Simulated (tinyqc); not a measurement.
Inside a calculation: quantum-confined Stark effect in a modulator well. Values are carried at full precision from step to step, so a last printed digit may differ when a step is redone from the rounded ones.

Constants: hbar^2/2m0 = 3.80998211 eV angstrom^2; e^2/(4 pi eps0) = 14.39964547 eV angstrom; hc = 1239.841984 eV nm.

Inputs chosen for the exercise (near those of an InGaAsP well in InP; the results hold for these values, not for the real material):
- L = 142 angstrom (well width)
- me = 0.0485 m0 (electron, well)
- mh = 0.368 m0 (heavy hole along z, well)
- F = 89 kV/cm (field)
- Vc = 0.199 eV (conduction offset)
- Vv = 0.268 eV (heavy-hole offset)
- meb = 0.0803 m0 (electron, barrier)
- mhb = 0.488 m0 (heavy hole, barrier)
- Eg = 0.852 eV (gap of the well)
- mp = 0.106 m0 (heavy hole in the plane)
- eps = 13.3 (dielectric constant)
- dE = 33 meV (operating point below the zero-field line)
- G = 8 meV (half width of the exciton line)

## Estimate for hard walls

Second order: each level moves by -C m (e F)^2 L^4/(2c), C = (15/pi^2 - 1)/(24 pi^2), c = hbar^2/2m0, 1 kV/cm = 1e-5 eV/angstrom. It holds while e F L is no more than about twice 3 c pi^2/(m L^2).

Estimate:
```
carrier     shift (meV)  e F L over the level spacing
electron          -4.50                          1.10
heavy hole       -34.13                          8.31
```

The hole, 7.6 times heavier, carries 88 % of the estimated shift; for it the ratio exceeds 3, so second order overstates its shift, by 13 % at a ratio of 3 and 60 % at 8.

## Levels and envelopes

Envelopes on cells of 0.5 angstrom over the well |z| < L/2 and 45 angstrom of barrier on each side, psi = 0 beyond, psi'/m continuous (mean mass between points), c = hbar^2/2m0. The electron sees + e F z and the hole - e F z, each with its offset in the barriers; 1 kV/cm = 1e-5 eV/angstrom. Light holes, band mixing and escape by tunnelling are left out.

Ground levels, squared overlap and separation <z>_h - <z>_e without and with the field.

Results:
```
F (kV/cm)  E_e (meV)  E_h (meV)  overlap^2  separation (angstrom)
0              20.91       4.18      0.965                    0.0
89              7.29     -22.50      0.136                   71.0
```

The electron level moves by -13.61 meV (3.0 times the hard-wall estimate, since it leaks into the barriers and sees a wider well) and the hole level by -26.68 meV (0.78 times). For the hole, saturation lowers the shift and leakage raises it, so a ratio near 1 is a coincidence.

## Exciton

Exciton: in-plane function exp(-rho/lam), 1/mu = 1/me + 1/mp, E(lam) = c/(mu lam^2) - (q/eps) times the integral over k of Fm(k)(1 + (k lam/2)^2)^(-3/2), Fm(k) the double integral of psi_e^2 psi_h^2 exp(-k |z - z'|), q = e^2/(4 pi eps0); binding Eb = -E at the minimum. Line at Eg + E_e + E_h - Eb, strength proportional to overlap^2/lam^2.

Minimise over lam without and with the field.

Results:
```
F (kV/cm)  lam (angstrom)  Eb (meV)  line (eV)      nm  overlap^2/lam^2 (1e-4/angstrom^2)
0                   176.1      5.66     0.8714  1422.8                             0.3112
89                  229.5      4.11     0.8327  1489.0                             0.0258
```

The weaker binding gives back 1.55 meV of the red shift, leaving 38.7 meV; the strength falls to 8 %.

## Contrast at the operating point

With a Gaussian line of half width G, the absorption at E_op = line(0) - dE is proportional to strength x exp(-ln2 ((E_op - line)/G)^2); continuum absorption is left out. Give it at both fields, relative to the zero-field peak.

E_op = 0.8384 eV
wavelength = 1478.8 nm

absorption without and with the field: [7.5e-06, 0.058]

The field changes the absorption by +0.06 of the zero-field peak. With dE above 2G the Gaussian tail at zero field is weak; real tails fall only exponentially and absorb more.

## Checks

- Zero-field levels against the matching condition of the square well, meV: largest difference 7.5e-02.
- Slope d(E_e + E_h)/dF against minus the separation (Hellmann-Feynman), angstrom: both -71.0.

Run: tinyqc, `OMP_NUM_THREADS=1 python tinyqc.py 1280711 1280712 out.jsonl`; Intel(R) Xeon(R) Processor @ 2.30GHz, one thread, shared host; about 0.2 s of CPU time with all checks.
